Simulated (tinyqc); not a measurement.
From results back to parameters: Wannier exciton and Elliott formula. Two cases, with inputs chosen for the exercise.

Problem. Bulk exciton lines lie at Eg - Ry*/n^2 with Ry* = Ry mu/eps^2. Lines n = 1 and 3 were computed from hidden Eg and mu.

Constants: Ry = 13.60569312 eV; a0 (Bohr radius) = 0.5291772105 angstrom.

Case 1.

Values chosen (out of a larger set: near those of ZnSe; not measured data): eps = 8.8 (dielectric constant).

lines (eV): 2.782474  2.801608

Case 2.

Values chosen (out of a larger set: near those of InGaAs; not measured data): eps = 14.1 (dielectric constant).

lines (eV): 0.810988  0.812776

Find: Ry*; Eg; mu; a* = a0 eps/mu.

Solution. The spacing is Ry* (1/1 - 1/9).

Case 1.

Ry* = 21.53 meV
Eg = 2.8040 eV
mu = 0.123 m0
a* = a0 eps/mu = 38 angstrom

Case 2.

Ry* = 2.01 meV
Eg = 0.8130 eV
mu = 0.029 m0
a* = a0 eps/mu = 254 angstrom

Computed by tinyqc, one run a case: `OMP_NUM_THREADS=1 python tinyqc.py N N+1 out.jsonl` with N = 1251008, 1251508; one thread of a shared Intel(R) Xeon(R) Processor @ 2.30GHz, about 0.02 s a run at most.
